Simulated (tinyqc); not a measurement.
Coupled-perturbed Hartree-Fock on RHF in the sto-3g basis, for H4, spin multiplicity 1, step by step. Computed by tinyqc, a small Python program that keeps every step (integrals from PySCF). Settings: charge = 0, multiplicity = 1, basis = sto-3g, method = RHF, energy threshold = 1e-10, iteration cap = 75, orthogonalisation = canonical, start = atomic densities, DIIS depth = 6. Command: `OMP_NUM_THREADS=1 python tinyqc.py 28926 28927 out.jsonl` (the two numbers bound the seeds that draw the settings). One thread of a shared host (Intel(R) Xeon(R) Processor @ 2.60GHz), about 0.1 s of CPU time with the checks. The early iterations of the SCF are left out here.

## One-electron integrals

Geometry (angstrom):

| atom | x | y | z |
|---|---|---|---|
| H | 0.0000 | 0.0000 | 0.0000 |
| H | 0.0000 | 0.0000 | 0.9190 |
| H | 0.0000 | 0.0000 | 2.5600 |
| H | 0.0000 | 0.0000 | 3.4780 |

Basis sto-3g: exponents (1/bohr^2) and contraction coefficients of normalised primitives:

| element | l (shell) | exponent | coefficient |
|---|---|---|---|
| H | s (1) | 3.4253 | 0.1543 |
| H | s (1) | 0.6239 | 0.5353 |
| H | s (1) | 0.1689 | 0.4446 |

Overlap, kinetic and nuclear-attraction integrals over the contracted functions; the nuclear repulsion is the sum of Za Zb / Rab.

nuclear repulsion = 2.040387 hartree

overlap S, lower triangle:
```
        1H 1s   2H 1s   3H 1s   4H 1s
1H 1s  1.0000
2H 1s  0.5454  1.0000
3H 1s  0.0442  0.2090  1.0000
4H 1s  0.0063  0.0443  0.5460  1.0000
```

kinetic energy T (hartree), lower triangle:
```
         1H 1s    2H 1s   3H 1s   4H 1s
1H 1s   0.7600
2H 1s   0.1442   0.7600
3H 1s  -0.0103   0.0001  0.7600
4H 1s  -0.0032  -0.0103  0.1446  0.7600
```

nuclear attraction V (hartree), lower triangle:
```
         1H 1s    2H 1s    3H 1s    4H 1s
1H 1s  -2.1370
2H 1s  -1.1413  -2.3067
3H 1s  -0.0798  -0.3905  -2.3071
4H 1s  -0.0109  -0.0800  -1.1431  -2.1376
```

core Hamiltonian H = T + V (hartree), lower triangle:
```
         1H 1s    2H 1s    3H 1s    4H 1s
1H 1s  -1.3769
2H 1s  -0.9972  -1.5466
3H 1s  -0.0901  -0.3904  -1.5471
4H 1s  -0.0141  -0.0902  -0.9985  -1.3775
```

## Two-electron integrals

Functions are numbered as in S; the eight-fold symmetry (ij|kl) = (ji|kl) = (kl|ij) leaves the list below.

Two-electron integrals (ij|kl) in chemists' order, unique and non-zero (hartree):
```
(11|11) 0.7746     (21|11) 0.3483     (21|21) 0.1944     (22|11) 0.5052
(22|21) 0.3483     (22|22) 0.7746     (31|11) 0.0179     (31|21) 0.0114
(31|22) 0.0241     (31|31) 0.0009     (32|11) 0.0649     (32|21) 0.0456
(32|22) 0.1077     (32|31) 0.0045     (32|32) 0.0241     (33|11) 0.2066
(33|21) 0.1382     (33|22) 0.3185     (33|31) 0.0179     (33|32) 0.1077
(33|33) 0.7746     (41|11) 0.0020     (41|21) 0.0013     (41|22) 0.0030
(41|31) 1.26e-04   (41|32) 0.0007     (41|33) 0.0030     (41|41) 1.81e-05
(42|11) 0.0111     (42|21) 0.0077     (42|22) 0.0179     (42|31) 0.0008
(42|32) 0.0045     (42|33) 0.0242     (42|41) 1.26e-04   (42|42) 0.0009
(43|11) 0.0961     (43|21) 0.0623     (43|22) 0.1384     (43|31) 0.0077
(43|32) 0.0457     (43|33) 0.3488     (43|41) 0.0013     (43|42) 0.0115
(43|43) 0.1949     (44|11) 0.1521     (44|21) 0.0960     (44|22) 0.2067
(44|31) 0.0111     (44|32) 0.0650     (44|33) 0.5055     (44|41) 0.0020
(44|42) 0.0179     (44|43) 0.3488     (44|44) 0.7746
```

## Orthogonalisation

S = U s U^T; canonical form X = U s^(-1/2), so that X^T S X = 1. Each column of U has its largest component positive (the first on a tie).

eigenvalues of S: 0.3807  0.5091  1.4039  1.7063

X:
```
             1        2        3       4
1H 1s   0.7236   0.7592   0.4623  0.3484
2H 1s  -0.8852  -0.6405   0.3783  0.4136
3H 1s   0.8887  -0.6369  -0.3774  0.4143
4H 1s  -0.7277   0.7563  -0.4615  0.3493
```

## Starting guess

The start is atomic minimal-basis densities projected into this basis (PySCF's MINAO start) and scaled to the electron count of each spin; this density is not idempotent, so its energy is not variational and may lie below the converged one.

D at the start, lower triangle:
```
        1H 1s   2H 1s   3H 1s   4H 1s
1H 1s  0.9498
2H 1s  0.0960  0.9267
3H 1s  0.0140  0.0842  0.9266
4H 1s  0.0008  0.0140  0.0960  0.9497
```

## Iteration 7 (converged): orbitals

converged F (hartree), lower triangle:
```
         1H 1s    2H 1s    3H 1s    4H 1s
1H 1s  -0.2799
2H 1s  -0.5135  -0.2959
3H 1s  -0.0599  -0.1596  -0.2963
4H 1s  -0.0024  -0.0600  -0.5140  -0.2803
```

Diagonalise F' = X^T F X, C = X C', fill 2 alpha and 2 beta electrons from the bottom; D = 2 C_occ C_occ^T. Each column has its largest component positive (the first on a tie).

F' = X^T F X (hartree), lower triangle:
```
        1        2        3        4
1  0.6610
2  0.0002   0.4145
3  0.0283   0.0001  -0.4743
4  0.0000  -0.0126   0.0001  -0.5563
```

orbital energies (hartree): MO1 -0.5564, MO2 -0.4750, MO3 0.4146, MO4 0.6617

coefficients C:
```
          MO1      MO2      MO3      MO4
1H 1s  0.3578   0.4445   0.7541   0.7355
2H 1s  0.4048   0.4008  -0.6451  -0.8760
3H 1s  0.4064  -0.3990  -0.6429   0.8785
4H 1s  0.3596  -0.4429   0.7523  -0.7384
```

D after iteration 7, lower triangle:
```
         1H 1s    2H 1s   3H 1s   4H 1s
1H 1s   0.6511
2H 1s   0.6459   0.6489
3H 1s  -0.0638   0.0092  0.6487
4H 1s  -0.1364  -0.0639  0.6456  0.6508
```

## Convergence

Stop when the energy changes by less than 1e-10 hartree and every element of the error matrix X^T (F D S - S D F) X is below 3e-06.

Course of the cycle:

| iteration | E (hartree) | change | largest element of the error matrix |
|---|---|---|---|
| 1 | -1.482918 | - | 2.84e-02 |
| 2 | -2.168832 | -6.86e-01 | 4.02e-02 |
| 3 | -2.165903 | 2.93e-03 | 7.45e-02 |
| 4 | -2.170049 | -4.15e-03 | 9.34e-03 |
| 5 | -2.170116 | -6.64e-05 | 2.05e-04 |
| 6 | -2.170116 | -3.17e-08 | 9.57e-06 |
| 7 | -2.170116 | -6.83e-11 | 1.75e-07 |

PySCF RHF in the same basis = -2.170116 hartree

Converged in 7 iterations.

## Populations, bond orders and dipole

Mulliken: Z minus the diagonal of D S on the atom; Loewdin: the same with S^(1/2) D S^(1/2); Mayer order: 2 sum_s sum (D(s) S)_ij (D(s) S)_ji over the two atoms.

Charges (e):

| atom | Mulliken | Loewdin |
|---|---|---|
| 1H | 3.15e-04 | -0.0027 |
| 2H | -3.12e-04 | 0.0027 |
| 3H | -3.29e-04 | 0.0027 |
| 4H | 3.26e-04 | -0.0027 |

Mayer bond orders:

| pair | order |
|---|---|
| 2-1 | 0.9815 |
| 3-1 | -0.0007 |
| 3-2 | 0.0192 |
| 4-1 | 0.0192 |
| 4-2 | -0.0007 |
| 4-3 | 0.9815 |

dipole moment about the origin, x y z (debye): 0.0000  0.0000  0.0000

## Integrals over molecular orbitals

(pq|rs) = sum C_ip C_jq C_kr C_ls (ij|kl), one index at a time.

one-electron integrals over orbitals h = C^T H C (hartree), lower triangle:
```
         1        2        3        4
1  -1.6285
2   0.0001  -1.5506
3   0.0982   0.0004  -1.0746
4  -0.0003   0.0917   0.0001  -0.9134
```

Two-electron integrals over orbitals (pq|rs), unique and non-zero (hartree):
```
(11|11) 0.4300      (21|11) -0.0009     (21|21) 0.2106      (22|11) 0.4263
(22|21) 0.0008      (22|22) 0.4335      (31|11) -0.0350     (31|21) -1.99e-04
(31|22) -0.0039     (31|31) 0.1040      (32|11) -3.95e-04   (32|21) 0.0553
(32|22) 1.92e-04    (32|31) 3.16e-04    (32|32) 0.0970      (33|11) 0.4219
(33|21) 0.0006      (33|22) 0.4233      (33|31) -0.0102     (33|32) 1.23e-04
(33|33) 0.4388      (41|11) 2.06e-04    (41|21) -0.0134     (41|22) -1.25e-05
(41|31) -4.05e-04   (41|32) 0.0819      (41|33) 1.45e-05    (41|41) 0.0896
(42|11) -0.0443     (42|21) -1.66e-04   (42|22) -0.0163     (42|31) 0.1030
(42|32) 4.28e-04    (42|33) -0.0137     (42|41) -3.08e-04   (42|42) 0.1073
(43|11) -0.0009     (43|21) 0.2041      (43|22) 0.0009      (43|31) -1.76e-04
(43|32) 0.0570      (43|33) 0.0006      (43|41) -0.0111     (43|42) -1.59e-04
(43|43) 0.2170      (44|11) 0.4448      (44|21) -0.0007     (44|22) 0.4412
(44|31) -0.0391     (44|32) -3.51e-04   (44|33) 0.4522      (44|41) 1.94e-04
(44|42) -0.0483     (44|43) -0.0007     (44|44) 0.4821
```

## Response to a field: uncoupled start

dipole integrals <a|z|i> (bohr):
```
         i1       i2
a3   0.0017  -1.3934
a4  -0.6394   0.0005
```

Field along z; U_ai = -mu_ai / (e_a - e_i), alpha = -4 sum U_ai mu_ai.

uncoupled U:
```
         i1       i2
a3  -0.0017   1.5661
a4   0.5249  -0.0004
```

uncoupled polarisability = 10.0711 bohr^3

## Coupled step 1

U_ai = -(mu_ai + sum_bj [4 (ai|bj) - (ab|ij) - (aj|bi)] U_bj) / (e_a - e_i); alpha = -4 sum U_ai mu_ai.

U after step 1:
```
         i1       i2
a3  -0.0023   1.7867
a4   0.5742  -0.0007
```

polarisability = 11.4267 bohr^3

## Coupled step 2

As before.

U after step 2:
```
         i1       i2
a3  -0.0023   1.8183
a4   0.5776  -0.0008
```

polarisability = 11.6117 bohr^3

## Coupled polarisability

Repeat until U stops changing; compare with -d2E/dF2.

Course of the coupled iterations:

| step | alpha (bohr^3) |
|---|---|
| 0 | 10.0711 |
| 1 | 11.4267 |
| 2 | 11.6117 |
| 3 | 11.6373 |
| 4 | 11.6410 |
| 5 | 11.6415 |
| 6 | 11.6416 |
| 7 | 11.6416 |
| 8 | 11.6416 |
| 9 | 11.6416 |
| 10 | 11.6416 |
| 11 | 11.6416 |

coupled polarisability = 11.6416 bohr^3

finite-field check, fields of +/-0.001 au = 11.6416 bohr^3
